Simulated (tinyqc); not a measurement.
Worked calculation: Born-Oppenheimer dynamics on the UHF/3-21g surface (energies and gradients from PySCF), for H2-, spin multiplicity 2. The basis has no diffuse functions, so it cannot describe the extra electron: this is an exercise in the method, not the real anion. One step of it, computed by the program tinyqc.

Task: Velocity Verlet step 1. dt = 1 fs = 41.3414 atomic units; x' = x + v dt - g dt^2 / (2m); after the new gradient g', v' = v - (g + g') dt / (2m).

positions (bohr):
```
,x,y,z
1H,0.000000,0.000000,0.000000
2H,0.000000,0.000000,1.538237
```

velocities (bohr per atomic time unit):
```
,x,y,z
1H,0.000026500,0.000016000,0.000049500
2H,-0.000026500,-0.000016000,-0.000049500
```

gradient (hartree/bohr):
```
,x,y,z
1H,0.00000000,0.00000000,0.10782244
2H,0.00000000,0.00000000,-0.10782244
```

masses (electron masses): 1H 1837.152588, 2H 1837.152588

gradient after step 1 (hartree/bohr):
```
,x,y,z
1H,-0.00011629,-0.00007021,0.08674912
2H,0.00011629,0.00007021,-0.08674912
```

Give: positions after step 1; velocities after step 1.

Result:

positions after step 1 (bohr):
```
,x,y,z
1H,0.0011,0.0007,-0.0481
2H,-0.0011,-0.0007,1.5863
```

velocities after step 1 (bohr per atomic time unit):
```
,x,y,z
1H,0.0000278,0.0000168,-0.0021397
2H,-0.0000278,-0.0000168,0.0021397
```
